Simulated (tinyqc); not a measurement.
# Input admittance of a MOSFET at zero drain bias: distributed channel and distributed gate: dividing a fixed width into fingers

Source and drain grounded, strong inversion, w = 2 pi f, Cox = eps0 eox/tox. The channel is an RC line of resistance 1/(mu Cox Vo) per square fed from both ends, so one finger has the intrinsic admittance y = i w Cox L tanh(g)/g per width, g = (1/2) sqrt(i w tau), tau = L^2/(mu Vo). The vertical resistance rv/L is in series with y, the overlaps 2 i w Cov in parallel: y_t = 1/(1/y + rv/L) + 2 i w Cov. The gate strip is a line of Rsh/L per length loaded by y_t, so a finger has Y = y_t Wf tanh(k)/k, k = (Wf/sd) sqrt(y_t Rsh/L); the device has Nf Y.

Low-frequency limits, with c = Cox L and ct = c + 2 Cov: R_strip = Rsh Wf/(3 sd^2 L Nf), R_ch = (c/ct)^2 L/(12 mu Cox Vo Wf Nf), R_vert = (c/ct)^2 rv/(L Wf Nf), C = ct Wf Nf. Total width Wf Nf = 7.6 um; each finger also has a contact resistance Rc at each contacted end, which adds Rc/(sd Nf). The resistances are low-frequency limits, good while |k| is below about 1; the far-point signal is |1/cosh k| at f, without Rc.

Values chosen for this exercise; values of the order met in silicon radio-frequency transistors:
```
symbol,value,unit,meaning
eox,3.9,,relative permittivity of the gate insulator (close to silicon dioxide)
tox,3.8,nm,insulator thickness
L,0.95,um,channel length
mu,130,cm^2/(V s),channel mobility
Vo,0.79,V,gate overdrive
Rsh,29,ohm/square,sheet resistance of the gate
rv,1.2,ohm um^2,vertical resistivity of the gate stack
sd,1,,number of ends at which a finger is contacted
Cov,0.26,fF/um,overlap and fringe capacitance on each side
f,1.9,GHz,frequency
```

Constants: eps0 = 8.8541878128e-14 F/cm where lengths are in cm. Results are converted to the units shown.

The same in every row: R_ch + R_vert (ohm) = 99.44.

Results:

| Nf | Wf (um) | R_strip (ohm) | Rc/(sd Nf) for Rc = 30 ohm (ohm) | sum (ohm) | signal at the far point |
|---|---|---|---|---|---|
| 1 | 7.600 | 77.33 | 30.00 | 206.8 | 0.9892 |
| 2 | 3.800 | 19.33 | 15.00 | 133.8 | 0.9978 |
| 8 | 0.9500 | 1.208 | 3.750 | 104.4 | 0.9999 |
| 16 | 0.4750 | 0.3021 | 1.875 | 101.6 | 1.000 |
| 32 | 0.2375 | 0.07552 | 0.9375 | 100.5 | 1.000 |
| 64 | 0.1187 | 0.01888 | 0.4688 | 99.93 | 1.000 |
| 128 | 0.05937 | 0.004720 | 0.2344 | 99.68 | 1.000 |

Estimate the missing row, Nf = 4.

Computed row:

| Nf | Wf (um) | R_strip (ohm) | Rc/(sd Nf) for Rc = 30 ohm (ohm) | sum (ohm) | signal at the far point |
|---|---|---|---|---|---|
| 4 | 1.900 | 4.833 | 7.500 | 111.8 | 0.9995 |

With this row back in the table: R_strip falls as 1/Nf^2, from 77.3 to 0.00472 ohm, the contact term as 1/Nf, and R_ch + R_vert stays at 99.4 ohm since the total width is fixed. The sum is within a factor 1.5 of that floor from Nf = 2 on. More fingers add wiring capacitance, which is left out.

Computed by the program tinyqc: `OMP_NUM_THREADS=1 python tinyqc.py 2262241 2262242 out.jsonl`, one thread of a shared Intel Xeon 2.30GHz, about 0.01 s for the whole run.
